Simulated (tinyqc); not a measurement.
Inside a calculation. Model: transfer-length model of a contact.

Computed by the program tinyqc: `OMP_NUM_THREADS=1 python tinyqc.py 2760001 2760002 out.jsonl`, one thread of a shared Intel Xeon 2.30GHz, about 0.01 s for the whole run. Printed values are rounded.

A metal contact of length d and width W on a thin layer of the same width. The metal has no resistance, the sheet resistance under it equals Rsh, and current enters the layer at the front edge x = 0.

Inputs (values chosen for the exercise): contact length d = 1.5 um; contact width W = 61 um.

## Straight-line fit

```
gap  L (um)  R_T (ohm)
1       3.1     4.7619
2       4.1     5.7127
3       5.4     6.9488
4       7.1     8.5651
5       9.4     10.752
```

Pairs of such contacts at gaps L have R_T = Rsh L/W + 2 Rc. The values of R_T were made from Rsh and rc and are treated as data. Least squares: slope = sum (L - mean L)(R_T - mean R_T)/sum (L - mean L)^2, intercept = mean R_T - slope mean L. Rsh = slope W, Rc = intercept/2, and A = Rc/slope is half the distance from the origin to the zero of the line.

slope = 0.9508076 ohm/um
intercept = 1.814400 ohm
Rsh = 57.99926 ohm/sq
Rc = 0.9071999 ohm
A = 0.9541362 um

## Iteration 1: transfer length

Lt at the start = 0.9541362 um

A = Lt coth(d/Lt) is solved for Lt, starting from Lt = A. Lt(new) = A tanh(d/Lt).

Lt after iteration 1 = 0.8752860 um

## Iteration 2: transfer length

As before.

Lt after iteration 2 = 0.8941239 um

## Course of the iteration

Stop when Lt changes by less than 1e-9 of itself, or after 40 iterations.

Course of the iteration:
```
iteration    Lt (um)  relative change
1          0.8752860           0.0826
2          0.8941239           0.0215
3          0.8897816          4.86e-3
4          0.8907921          1.14e-3
5          0.8905574          2.63e-4
6          0.8906119          6.12e-5
7          0.8905993          1.42e-5
8          0.8906022          3.30e-6
9          0.8906015          7.67e-7
10         0.8906017          1.78e-7
11         0.8906017          4.14e-8
12         0.8906017          9.62e-9
13         0.8906017          2.23e-9
14         0.8906017         5.19e-10
```

Converged in 14 iterations. The plain step multiplies the error by -2x/sinh(2x) = -0.23, x = d/Lt.

## Contact resistivity

converged Lt = 0.8906017 um

rc = Rsh Lt^2. Short cuts: Rsh A^2 (long contact, Lt = A) and Rc W d (short contact, even current).

rc = 4.600335e-7 ohm cm^2
Rsh A^2 = 5.280113e-7 ohm cm^2
Rc W d = 8.300879e-7 ohm cm^2

The extracted rc is within 0.01 % of the value 4.6e-7 ohm cm^2 that made the data. The long-contact form is 15 % above the extracted value and the short-contact form 80 % above it; both can only overstate it.
